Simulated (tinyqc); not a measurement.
Comparisons within one model: smearing for a one-band metal on the fcc lattice. A value that a table varies takes the place of the one given here.

Lattice vectors (units of a): a1 = (0, 1/2, 1/2), a2 = (1/2, 0, 1/2), a3 = (1/2, 1/2, 0). E(k) = -t A_1(k) - t2 A_2(k), A_m the sum of cos(k . R) over the 12 nearest and 6 second lattice vectors. Mesh k = sum (j_i/N) b_i, j_i = 0 .. N-1.

With x = (E_k - mu)/sigma: Fermi-Dirac f = 1/(1 + exp(x)), s = -f ln f - (1 - f) ln(1 - f); Gaussian f = erfc(x)/2, s = exp(-x^2)/(2 sqrt(pi)); Methfessel-Paxton (first order) f = erfc(x)/2 - x exp(-x^2)/(2 sqrt(pi)), s = (1 - 2 x^2) exp(-x^2)/(4 sqrt(pi)); cold (Marzari-Vanderbilt) with y = x + 1/sqrt(2), f = erfc(y)/2 + exp(-y^2)/sqrt(2 pi), s = y exp(-y^2)/sqrt(2 pi). With weights w = points/N^d (d the dimension), mu solves 2 sum w f = ne; E = 2 sum w f E_k, S = 2 sum w s, F = E - sigma S.

With x = (E_k - mu)/sigma: Gaussian f = erfc(x)/2, s = exp(-x^2)/(2 sqrt(pi)); Methfessel-Paxton (first order) f = erfc(x)/2 - x exp(-x^2)/(2 sqrt(pi)), s = (1 - 2 x^2) exp(-x^2)/(4 sqrt(pi)). With weights w = points/N^d (d the dimension), mu solves 2 sum w f = ne; E = 2 sum w f E_k, S = 2 sum w s, F = E - sigma S.

With x = (E_k - mu)/sigma: Methfessel-Paxton (first order) f = erfc(x)/2 - x exp(-x^2)/(2 sqrt(pi)), s = (1 - 2 x^2) exp(-x^2)/(4 sqrt(pi)). With weights w = points/N^d (d the dimension), mu solves 2 sum w f = ne; E = 2 sum w f E_k, S = 2 sum w s, F = E - sigma S.

Parameters, chosen for this exercise: t = 0.42 eV (nearest hopping); t2 = -0.02 eV (second hopping); ne = 1.16 (electrons per cell); N = 4 (unshifted mesh); sigma = 0.21 eV (width).

## Error of each scheme against the width

All on the dense mesh N = 40. The reference is F of first-order Methfessel-Paxton smearing with sigma = 0.05 t on the mesh N = 40; it moves by 0.01 meV on the mesh N = 50; in three dimensions such meshes can agree by chance and the reference may be off by about 1 meV, so smaller errors are not resolved.

Errors (meV per cell):

| sigma (eV) | FD F | FD (E+F)/2 | Gauss F | Gauss (E+F)/2 | MP F | cold F |
|---|---|---|---|---|---|---|
| 0.042 | -1.75 | 0.03 | -0.24 | 0.02 | 0.02 | 0.02 |
| 0.063 | -3.99 | 0.03 | -0.58 | 0.04 | 0.04 | 0.02 |
| 0.084 | -7.11 | 0.03 | -1.05 | 0.04 | 0.04 | 0.01 |
| 0.126 | -16.05 | 0.06 | -2.41 | 0.03 | 0.03 | 0.00 |
| 0.168 | -28.57 | 0.01 | -4.31 | 0.03 | 0.03 | -0.03 |
| 0.252 | -63.89 | -1.25 | -9.73 | 0.04 | 0.04 | -0.15 |
| 0.336 | -111.36 | -5.76 | -17.33 | 0.06 | 0.07 | -0.40 |

reference = -1.03738 eV

How do the results move?

Doubling sigma from 0.084 to 0.168 eV multiplies the error of F by 4.0 (Fermi-Dirac) and 4.1 (Gaussian); a pure sigma^2 term would give 4. At the smallest width Fermi-Dirac errs 7.3 times as much as Gaussian, against 2 pi^2/3 = 6.6 for the ratio of the sigma^2 terms at equal sigma. At the largest width the sizes of the errors rank Gauss (E+F)/2 0.1, MP F 0.1, cold F 0.4, FD (E+F)/2 5.8, Gauss F 17.3, FD F 111.4 meV; below about 1 meV this order, and the ratios at the smallest width, carry the noise of the mesh.

## Mesh against width

Gaussian smearing, (E + F)/2. The reference is F of first-order Methfessel-Paxton smearing with sigma = 0.05 t on the mesh N = 40; it moves by 0.01 meV on the mesh N = 50; in three dimensions such meshes can agree by chance and the reference may be off by about 1 meV, so smaller errors are not resolved.

Errors (meV per cell):

| N | sigma = 0.05 t | sigma = 0.15 t | sigma = 0.4 t |
|---|---|---|---|
| 4 | 74.99 | 71.41 | 62.47 |
| 6 | 18.97 | 18.14 | 13.52 |
| 8 | 0.64 | 0.20 | -2.08 |
| 12 | -0.67 | -1.13 | -1.59 |
| 16 | -0.44 | -0.34 | -0.25 |
| 24 | 0.03 | 0.02 | -0.03 |

reference = -1.03738 eV

What does this show, and why?

First N from which the value stays within 2 meV of its last entry (which need not be the best one): 8 for sigma = 0.05 t, 8 for sigma = 0.15 t, 12 for sigma = 0.4 t. At the last mesh the errors are +0.03, +0.02 and -0.03 meV. By this 2 meV bar the wider smearing does not converge sooner. The smallest error belongs to 0.05 t on 1, 0.15 t on 2, 0.4 t on 3 of the 6 meshes.

## What moves the results of Methfessel-Paxton (first order) smearing

All sums formed anew. Each row changes one parameter from the base and keeps the others.

Results:

| case | mu (eV) | E (eV) | S | F (eV) |
|---|---|---|---|---|
| base | 0.7760 | -0.9606 | 0.0785 | -0.9771 |
| N = 8 | 0.7506 | -1.0351 | 0.0201 | -1.0393 |
| sigma = 0.42 eV | 0.7070 | -0.9670 | 0.0611 | -0.9927 |
| ne = 1.26 | 0.8120 | -0.8766 | 0.1002 | -0.8976 |
| t2 = 0.022 eV | 0.7760 | -0.9212 | 0.0785 | -0.9377 |
| t = 0.462 eV | 0.8600 | -1.0548 | 0.0785 | -1.0713 |

What does this show?

The largest shifts from the base row, up to three for each result and ties (the steps differ in size, so this ranks the rows, not the parameters). mu (eV): t +0.0840, sigma -0.0690, ne +0.0360; unchanged at the printed digits by t2. E (eV): t -0.0942, ne +0.0840, N -0.0745. S: N -0.0584, ne +0.0217, sigma -0.0174; unchanged at the printed digits by t2 and t. F (eV): t -0.0942, ne +0.0794, N -0.0623.

Program tinyqc; command `OMP_NUM_THREADS=1 python tinyqc.py 1651111 1651112 out.jsonl`; about 0.2 s on one thread of a shared Intel(R) Xeon(R) Processor @ 2.30GHz.
